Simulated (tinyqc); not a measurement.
Ion-assisted plasma etching: sheath, surface coverage, synergy and aspect-ratio dependence: one step, computed by the program tinyqc. Command: `OMP_NUM_THREADS=1 python tinyqc.py 3014529 3014530 out.jsonl etch walk`. One thread of a shared host (Intel(R) Xeon(R) Processor @ 2.30GHz), about 0.06 s of CPU time with the checks.

Radicals adsorb on bare sites; ions remove covered sites with a high yield and bare sites by sputtering; a slow spontaneous reaction acts everywhere, walls included.

Task: Rate at the floor of the feature. Transmission of a round hole: K = 1/(1 + 3A/4), walls that scatter diffusely without loss. With a loss probability S = s (1 - theta) at the floor, G_b/G_n = K/(K + S - K S); theta follows G_b, and the two are solved together. Ions are taken to reach the floor unshadowed; G_b replaces G_n in every term of the rate; A is depth over diameter. Steady coverage: s G_n (1 - theta) = x Y G_i theta; removal flux = Y G_i theta + Y_p G_i (1 - theta) + k_c G_n; rate = flux/N, 1 cm/s = 6e8 nm/min.

Inputs (values chosen for the exercise, close to those used for silicon in a halogen plasma):
```
quantity                                value    unit
gas temperature T_g                       350       K
sticking coefficient s                   0.16       -
radicals per removed unit x                 2       -
spontaneous reaction probability k_c  0.00016       -
solid density N                         5e+22  1/cm^3
aspect ratio A                              2       -
```

Feature: round hole.

yield Y = 2.408195

sputter yield Y_p = 0.3722470

ion flux G_i = 4.015932e+16 1/(cm^2 s)

radical flux G_n = 4.489192e+17 1/(cm^2 s)

vertical rate = 445.9372 nm/min

Give: transmission K; G_b/G_n; coverage at the floor; rate at the floor; floor rate over open-field rate.

Result:

transmission K = 0.4

G_b/G_n = 0.84556

coverage at the floor = 0.23896

rate at the floor = 414.58 nm/min

floor rate over open-field rate = 0.92968

The lag is 7.0 %.
